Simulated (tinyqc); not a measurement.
# A stack of flat layers between unequal leads with mass mismatch, transfer matrices, step by step

tinyqc, about 0.01 s, one thread, Intel Xeon 2.30GHz (shared host): `OMP_NUM_THREADS=1 python tinyqc.py 2560028 2560029 out.jsonl` Printed values are rounded.

One electron of energy E comes from the left lead (band edge 0); no transverse momentum. Parabolic bands, masses in units of m0, C = hbar^2/(2 m0); psi and psi'/m are continuous at every interface. The layers follow each other from left to right, then the right lead.

Inputs (values chosen for the exercise); masses and band edges of a made-up stack: mass in the left lead mL = 0.042 m0; band edges of the layers, left to right U = [0.18, 0.03] eV; masses of the layers m = [0.056, 0.067] m0; widths of the layers d = [2, 1.8] nm; band edge of the right lead UR = -0.06 eV; mass in the right lead mR = 0.058 m0; electron energy E = 0.816 eV.

Constants: q = 1.602176634e-19 C, hbar = 1.054571817e-34 J s, m0 = 9.1093837015e-31 kg, hbar^2/(2 m0) = 0.0380998212 eV nm^2. Results are converted to the units shown.

Range of the model: Masses are held fixed, although real bands cease to be parabolic a few tenths of an eV from their edges (inside a barrier too).

## Wave numbers

k = sqrt(m (E - U)/C) where E > U, K = sqrt(m (U - E)/C) where E < U; v = k/m in the leads.

Layers:
```
   U (eV)  m (m0)  d (nm)  k or K (1/nm)  which
1    0.18   0.056       2       0.966854      k
2    0.03   0.067     1.8        1.17567      k
```

vL = 22.5818 1/nm
vR = 19.9102 1/nm

## Matrices of the layers

For the pair (psi, psi'/m) a flat layer has M = [[cos kd, (m/k) sin kd], [-(k/m) sin kd, cos kd]] with k = sqrt(m (E - U)/C) above its edge U, and M = [[cosh Kd, (m/K) sinh Kd], [(K/m) sinh Kd, cosh Kd]] with K = sqrt(m (U - E)/C) below it. M12 is in nm, M21 in 1/nm.

M of layer 1:
```
           1          2
1  -0.354999  0.0541473
2   -16.1407  -0.354999
```

M of layer 2:
```
           1          2
1  -0.518776  0.0487201
2   -15.0014  -0.518776
```

## Product of the matrices

The matrix of the later layer stands to the left: M = M_n ... M_2 M_1; det M = 1.

M:
```
           1           2
1  -0.602213  -0.0453859
2    13.6989   -0.628123
```

## Transmission and reflection

The matrix M carries (psi, psi'/m) across the stack, and v = k/m in each lead. psi = 1 + r at the left edge (incident amplitude 1) and t at the right edge. With det M = 1, a = i vR M11 - M21 and b = -vL vR M12 - i vL M22: t = 2 i vL/(a - b), r = -(a + b)/(a - b), T(E) = (vR/vL) |t|^2, R(E) = |r|^2.

t = -0.639599-0.833388i
r = 0.154832-0.054499i
T(E) = 0.973057
R(E) = 0.0269433

T(E) + R(E) = 1: the current is conserved.
